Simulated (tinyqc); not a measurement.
Ratio and sensitivities against delay: time-domain thermoreflectance: layered heat flow under a modulated pulse train, and what the signal ratio measures. Computed by tinyqc, a small Python program. Command: `OMP_NUM_THREADS=1 python tinyqc.py 3111872 3111873 out.jsonl tdtr walk`. One thread of a shared host (Intel(R) Xeon(R) Processor @ 2.30GHz), about 0.1 s of CPU time with the checks.

Pulses repeat at 80 MHz; heat is laid down at the surface, all layers are isotropic.

Inputs (values chosen for the exercise, modelled on aluminium on a SiGe alloy):
```
quantity                                value        unit
metal thickness d                          73          nm
metal conductivity                        140     W/(m K)
metal heat capacity                      2.42  MJ/(m^3 K)
boundary conductance G under the metal     71  MW/(m^2 K)
substrate conductivity kappa                8     W/(m K)
substrate heat capacity C                1.67  MJ/(m^3 K)
modulation frequency f                      2         MHz
spot radius w (1/e^2, pump and probe)     7.8  micrometre
```

Stack: metal, substrate.

Method:
- For radial wave number k and angular frequency W each layer has u = sqrt(4 pi^2 k^2 + i W C/kappa) and gamma = kappa u. Surface impedance from below: Z = 1/gamma for the substrate; a layer of thickness L maps Z to (Z + tanh(u L)/gamma)/(1 + gamma Z tanh(u L)); a boundary adds 1/G.
- Response per absorbed watt H(W) = 2 pi int_0^(2/w) Z(k, W) exp(-pi^2 k^2 w^2) k dk by 20 Gauss-Legendre points.
- Signal: X + iY = sum_(m = -M..M) H(2 pi (f + m f_r)) exp(i 2 pi m f_r t) exp(-pi (m/M)^2 x 4), f_r = 80 MHz, M = 4000, with H(-W) the complex conjugate of H(W); V_in = X, V_out = Y, ratio = -V_in/V_out.
- Sensitivity S = ln(ratio'/ratio)/ln(1.01) for a rise of one input by 1 %.

Ratio and sensitivities:
```
t (ps)   ratio  S to kappa    S to G    S to d   S to C    S to w
100     1.9804     0.33780  -0.02883  -0.60343  0.31159  -0.15581
200     1.9315     0.33257  -0.04628  -0.57720  0.30614  -0.15532
400     1.8467     0.32163  -0.07312  -0.52938  0.29480  -0.15442
800     1.7085     0.29993  -0.10954  -0.45029  0.27235  -0.15288
1500    1.5260     0.26531  -0.14516  -0.34574  0.23650  -0.15086
2500    1.3389     0.22425  -0.16663  -0.24192  0.19378  -0.14913
4000    1.1445     0.17811  -0.17192  -0.14344  0.14529  -0.14836
```

What follows from these numbers?

The largest sensitivity in size at 100 ps is to d (-0.60). kappa and C enter almost alike, through the effusivity. At 400 ps an error of 3 % in d passes on as 5 % in kappa.

Extremes, crossings and ranges named in words are read from the listed rows.
